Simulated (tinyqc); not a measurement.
Extended Hueckel theory, for BeH2, step by step. One step of it, computed by the program tinyqc.

Question. Wolfsberg-Helmholz matrix. H_ij = K' S_ij (H_ii + H_jj)/2 for i != j (the diagonal keeps H_ii), with K' = K + D^2 + D^4 (1 - K), D = (H_ii - H_jj)/(H_ii + H_jj), K = 1.75.

overlap S:
```
,1Be 2s,1Be 2px,1Be 2py,1Be 2pz,2H 1s,3H 1s
1Be 2s,1.000000,0.000000,0.000000,0.000000,0.472788,0.472788
1Be 2px,0.000000,1.000000,0.000000,0.000000,0.000000,0.000000
1Be 2py,0.000000,0.000000,1.000000,0.000000,0.554504,-0.554504
1Be 2pz,0.000000,0.000000,0.000000,1.000000,0.000000,0.000000
2H 1s,0.472788,0.000000,0.554504,0.000000,1.000000,0.038160
3H 1s,0.472788,0.000000,-0.554504,0.000000,0.038160,1.000000
```

diagonal H_ii (eV): 1Be 2s -10.000000, 1Be 2px -6.000000, 1Be 2py -6.000000, 1Be 2pz -6.000000, 2H 1s -13.600000, 3H 1s -13.600000

K = 1.750000

Give: H.

Answer.

H (eV):
```
,1Be 2s,1Be 2px,1Be 2py,1Be 2pz,2H 1s,3H 1s
1Be 2s,-10.0000,0.0000,0.0000,0.0000,-9.8906,-9.8906
1Be 2px,0.0000,-6.0000,0.0000,0.0000,0.0000,0.0000
1Be 2py,0.0000,0.0000,-6.0000,0.0000,-10.2347,10.2347
1Be 2pz,0.0000,0.0000,0.0000,-6.0000,0.0000,0.0000
2H 1s,-9.8906,0.0000,-10.2347,0.0000,-13.6000,-0.9082
3H 1s,-9.8906,0.0000,10.2347,0.0000,-0.9082,-13.6000
```
